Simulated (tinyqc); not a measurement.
Decay of LO phonons and the hot-phonon bottleneck in the cooling of electrons: one step, computed by the program tinyqc.

n(E, T) = 1/(exp(E/(k_B T)) - 1) is the Bose occupation. Electrons have a temperature T_e; the LO modes within their reach share one occupation N; the decay products stay at the lattice temperature.

Problem. Spontaneous emission time. Froehlich coupling alpha = (e^2/(4 pi eps_0)) (1/eps_inf - 1/eps_s) k_0/(2 hbar omega), k_0 = sqrt(m* hbar omega/(hbar^2/(2 m_0))); emission time tau_sp = hbar/(2 alpha hbar omega); bottleneck ratio r = (n/N_m) tau/tau_sp.

Inputs (values chosen for the exercise, modelled on indium arsenide):
```
quantity                                             value    unit
LO energy hbar omega                                  30.9     meV
lattice temperature T                                  150       K
electron mass m*                                    0.0266     m_0
eps_inf                                               12.6       -
static dielectric constant eps_s                      14.7       -
electron density n                                 4.4e+17  1/cm^3
density of LO modes that the electrons reach, N_m  3.4e+19  1/cm^3
```

Decay channel: two unequal phonons (Ridley).

phonon lifetime tau = 2.531553 ps

Constants: e^2/(4 pi eps_0) = 14.39964548 eV angstrom; hbar^2/(2 m_0) = 3.80998212 eV angstrom^2; hbar = 6.582119569e-16 eV s.

Give: alpha; emission time tau_sp; bottleneck ratio r.

Solution.

alpha = 0.03880

emission time tau_sp = 274.5 fs

bottleneck ratio r = 0.1194

r compares the rate at which electrons exchange quanta with a mode to its decay rate. Decay is much faster: hardly any bottleneck.
